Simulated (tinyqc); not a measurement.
# Worked calculation: electron mobility in a silicon inversion layer, empirical terms and Matthiessen rule

Numbers from tinyqc (`OMP_NUM_THREADS=1 python tinyqc.py 2510006 2510007 out.jsonl`; about 0.01 s on one thread of a shared Intel Xeon 2.30GHz). Printed values are rounded.

Inversion layer of sheet density Ns on a uniformly doped body. The mobility terms are empirical power laws with prefactors chosen for the exercise; adding their inverses (Matthiessen) is itself an approximation.

Inputs (values chosen for the exercise); material values close to those of silicon:

| symbol | value | unit | meaning |
|---|---|---|---|
| T | 300 | K | temperature |
| Eg | 1.1 | eV | band gap |
| eps_r | 11.8 |  | relative permittivity of the semiconductor |
| Nc | 2.79e19 | cm^-3 | conduction-band density of states at T |
| Nv | 2.69e19 | cm^-3 | valence-band density of states at T |
| Nb | 3.6e17 | cm^-3 | body doping |
| Vsb | 0.6 | V | reverse body bias |
| eta | 0.5 |  | weight of the inversion charge in the effective field |
| Cox | 0.58 | uF/cm^2 | gate capacitance |
| Ap | 418 | cm^2/(V s) | phonon-limited mobility at 1 MV/cm and 300 K |
| As | 767 | cm^2/(V s) | roughness-limited mobility at 1 MV/cm |
| gs | 2 |  | exponent of the roughness term |
| Ac | 2100 | cm^2/(V s) | Coulomb prefactor |
| Nit | 1.7e10 | cm^-2 | charge at the interface |
| Ns | 5.9e12 | cm^-2 | inversion density |
| WL | 5 |  | ratio W/L |
| Vd | 0.02 | V | drain voltage |
| I | 26.8 | uA | measured linear current |

Constants: q = 1.602176634e-19 C, kB = 1.380649e-23 J/K, Vt = kB T/q, eps0 = 8.8541878128e-14 F/cm where lengths are in cm. Results are converted to the units shown.

## Depletion charge and effective field

ni = sqrt(Nc Nv) exp(-Eg/(2 Vt)), Eg in volts; Ndep = sqrt(2 eps0 eps_r Nb (2 Vt ln(Nb/ni) + Vsb)/q); E = q (Ndep + eta Ns)/(eps0 eps_r), in MV/cm.

ni = 1.57792e10 cm^-3
Ndep = 2.63252e12 cm^-2
E = 0.856072 MV/cm

The depletion charge gives 47.2 % of the field.

## Mobility terms and their sum

With t = T/(300 K): muC = Ac (Ns/1e12 cm^-2) t/(Nb/1e17 cm^-3 + Nit/1e11 cm^-2), muP = Ap E^(-1/3) t^(-1.75), muS = As E^(-gs); 1/mu is the sum of the inverses.

terms (cm^2/(V s)): Coulomb 3286.47, phonon 440.223, roughness 1046.59
mu = 283.179 cm^2/(V s)
shares of 1/mu (%): Coulomb 8.61649, phonon 64.3262, roughness 27.0574

The phonon term limits most.

## Iteration 1: inversion density for the measured current

Ns at the start = 3e12 cm^-2

I = (W/L) q Ns mu Vd. E = q (Ndep + eta Ns)/(eps0 eps_r) in MV/cm. With t = T/(300 K): muC = Ac (Ns/1e12 cm^-2) t/(Nb/1e17 cm^-3 + Nit/1e11 cm^-2), muP = Ap E^(-1/3) t^(-1.75), muS = As E^(-gs); 1/mu is the sum of the inverses. Ns(new) = I/((W/L) q mu Vd).

E = 0.633716 MV/cm
mu = 314.773 cm^2/(V s)
Ns after iteration 1 = 5.31407e12 cm^-2

## Iteration 2: inversion density for the measured current

As before.

E = 0.811146 MV/cm
mu = 291.819 cm^2/(V s)
Ns after iteration 2 = 5.73206e12 cm^-2

## Course of the iteration: inversion density for the measured current

Stop when Ns changes by less than 1e5 cm^-2, or after 120 iterations.

Course of the iteration:
```
iteration,Ns (cm^-2),|change| (cm^-2)
1,5.31407e12,2.31e12
2,5.73206e12,4.18e11
3,5.85500e12,1.23e11
4,5.89290e12,3.79e10
5,5.90474e12,1.18e10
6,5.90844e12,3.71e9
7,5.90961e12,1.16e9
8,5.90997e12,3.65e8
9,5.91009e12,1.15e8
10,5.91012e12,3.60e7
11,5.91013e12,1.13e7
12,5.91014e12,3.55e6
13,5.91014e12,1.11e6
14,5.91014e12,3.50e5
15,5.91014e12,1.10e5
16,5.91014e12,3.45e4
```

Converged in 16 iterations. At the end each change is about 0.31 times the one before: linear convergence.

## Split C-V extraction

```
point,Vg (V),Cgc (uF/cm^2),I (uA)
0,0.2,1.73372e-4,1.42855e-8
1,0.3,0.00258192,3.17955e-6
2,0.4,0.0363533,6.63346e-4
3,0.5,0.29,0.0696074
4,0.6,0.543647,0.861277
5,0.7,0.577418,2.52478
6,0.8,0.579827,4.52633
7,0.9,0.579988,6.62394
8,1,0.579999,8.71755
9,1.1,0.580000,10.7596
10,1.2,0.580000,12.7265
11,1.3,0.580000,14.6066
12,1.4,0.580000,16.3951
```

Q(Vg) is the trapezoid sum of Cgc from the first point (where Q is taken as 0); mu_eff = I/((W/L) Q Vd); mu_FE = (dI/dVg)/((W/L) Cox Vd) with a backward difference. Listed from point 4 on.

```
point,Q (uC/cm^2),mu_eff (cm^2/(V s)),mu_FE (cm^2/(V s))
4,0.0600845,143.344,136.495
5,0.116138,217.395,286.810
6,0.174,260.134,345.096
7,0.231991,285.526,361.656
8,0.289990,300.615,360.968
9,0.347990,309.194,352.083
10,0.405990,313.468,339.115
11,0.463990,314.805,324.162
12,0.521990,314.089,308.359
```

At the last point mu_FE is 1.8 % below mu_eff.
